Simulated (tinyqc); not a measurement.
One share for all, or one for each: linear model of a band gap against the share of exact exchange.

E(alpha) = E0 + S alpha. A wider gap screens less, modelled in the Penn form eps(alpha) = 1 + (e0 - 1)(EP/(EP + S alpha))^2 with a scale EP chosen for the exercise. A dielectric-dependent hybrid takes alpha = 1/eps.

Errors of the gap (eV) against each target; e0, EP, S and the gaps are values chosen for the exercise.

Results:
```
case          E0 (eV)  S (eV)     e0  EP (eV)  target Et (eV)  alpha needed  error, alpha = 0  error, 0.25  error, self-consistent
like AlN         4.15    7.99   4.88     20.4            6.27         0.265             -2.12        -0.12                   -0.24
like HfO2        3.96    7.77   4.95     19.4            5.79         0.236             -1.83         0.11                   -0.03
like GaN         1.83    7.37   5.83     20.6            3.50         0.227             -1.67         0.17                   -0.26
like Al2O3       6.09   10.33   3.47     27.7            8.64         0.247             -2.55         0.03                    0.96
like diamond     4.29    7.70   5.99     28.7            5.48         0.155             -1.19         0.73                    0.20
like TiO2        1.83    8.00   8.33     13.6            3.25         0.177             -1.42         0.58                   -0.32
like GaAs        0.53    5.78  11.55     10.4            1.50         0.168             -0.97         0.47                   -0.42
```

Mean absolute errors: 1.68, 0.32 and 0.35 eV for alpha = 0, 0.25 and the self-consistent value. A fixed quarter overshoots for HfO2, GaN, Al2O3, diamond, TiO2 and GaAs and falls short for AlN; the alpha needed runs between 0.155 and 0.265 and its correlation with 1/e0 over these cases is 0.74.

tinyqc: `OMP_NUM_THREADS=1 python tinyqc.py 1850641 1850642 out.jsonl`; about 0.01 s, one thread, shared Intel(R) Xeon(R) Processor @ 2.30GHz.
